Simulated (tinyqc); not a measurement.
# Free and trapped electrons in a MOS channel with a dense trap tail: effect of the decay energy of the tail

p-type body, charge-sheet picture, full ionisation (an idealisation for deep acceptors), Boltzmann statistics for free electrons. e = Ec - EF at the surface. Acceptor-like traps of density D(E) = D0 + De exp(-E/Ew) at depth E below Ec, from 0 to Eu, hold n_t = integral of D(E)/(1 + exp((e - E)/Vt)). psi = Eg - Vt ln(Nv/Na) - e; N_dep = sqrt(2 eps0 eps_r Na (psi - Vt)/q); n_f = sqrt(N_dep^2 + 2 eps0 eps_r Vt Nc exp(-e/Vt)/q) - N_dep; Vg = Vfb + psi + q (N_dep + n_t + n_f)/Cox, Cox = eps0 eox/tox.

VT is the Vg for n_f = 1e11 cm^-2; swing ln 10 n_f/(dn_f/dVg) at n_f = 1e8 cm^-2; the last three columns are for Vg = VT + 4.5 V, with free share n_f/(n_f + n_t) and field-effect mobility mf q (dn_f/dVg)/Cox; there EF is near the band edge, where Boltzmann statistics are rough.

Parameters, values chosen for the exercise; band and dielectric values close to those of 4H silicon carbide: temperature T = 400 K; band gap Eg = 3.32 eV; relative permittivity eps_r = 9.88; conduction-band density of states at T Nc = 2.59e19 cm^-3; valence-band density of states at T Nv = 3.83e19 cm^-3; relative permittivity of the insulator eox = 3.9; insulator thickness tox = 56 nm; acceptor density Na = 1.8e16 cm^-3; flat-band voltage without trapped charge Vfb = -2.19 V; constant background density of acceptor-like traps D0 = 5.1e10 cm^-2 eV^-1; density of the tail at the conduction edge De = 1.3e13 cm^-2 eV^-1; depth below Ec down to which the traps reach Eu = 0.96 eV; mobility of free electrons mf = 160 cm^2/(V s).

Constants: q = 1.602176634e-19 C, kB = 1.380649e-23 J/K, Vt = kB T/q, eps0 = 8.8541878128e-14 F/cm where lengths are in cm. Results are converted to the units shown.

Results:

| Ew (eV) | e at VT (eV) | VT (V) | q n_t/Cox at VT (V) | swing (mV/decade) | n_f (cm^-2) | free share (%) | field-effect mobility (cm^2/(V s)) |
|---|---|---|---|---|---|---|---|
| 0.03 | 0.1416 | 3.104 | 0.1650 | 119.6 | 1.581e12 | 86.19 | 145.4 |
| 0.05 | 0.1416 | 3.246 | 0.3073 | 122.6 | 1.459e12 | 77.11 | 139.1 |
| 0.07 | 0.1416 | 3.494 | 0.5551 | 136.8 | 1.359e12 | 68.31 | 134.2 |
| 0.09 | 0.1416 | 3.830 | 0.8906 | 168.5 | 1.280e12 | 60.39 | 130.1 |
| 0.13 | 0.1416 | 4.683 | 1.744 | 278.5 | 1.169e12 | 47.70 | 123.9 |
| 0.15 | 0.1416 | 5.168 | 2.229 | 348.2 | 1.129e12 | 42.79 | 121.5 |
| 0.17 | 0.1416 | 5.678 | 2.739 | 422.4 | 1.096e12 | 38.65 | 119.4 |

Estimate the missing row, Ew = 0.11 eV.

Computed row:

| Ew (eV) | e at VT (eV) | VT (V) | q n_t/Cox at VT (V) | swing (mV/decade) | n_f (cm^-2) | free share (%) | field-effect mobility (cm^2/(V s)) |
|---|---|---|---|---|---|---|---|
| 0.11 | 0.1416 | 4.232 | 1.293 | 217.1 | 1.218e12 | 53.54 | 126.7 |

With this row back in the table: As Ew goes from 0.03 to 0.17, VT rises from 3.10 to 5.68 V, its part due to traps rises from 0.165 to 2.74 V, the swing rises from 120 to 422 mV/decade and the field-effect mobility falls from 145 to 119 cm^2/(V s).

Computed by the program tinyqc: `OMP_NUM_THREADS=1 python tinyqc.py 2222212 2222213 out.jsonl`, one thread of a shared Intel Xeon 2.30GHz, about 0.02 s for the whole run.
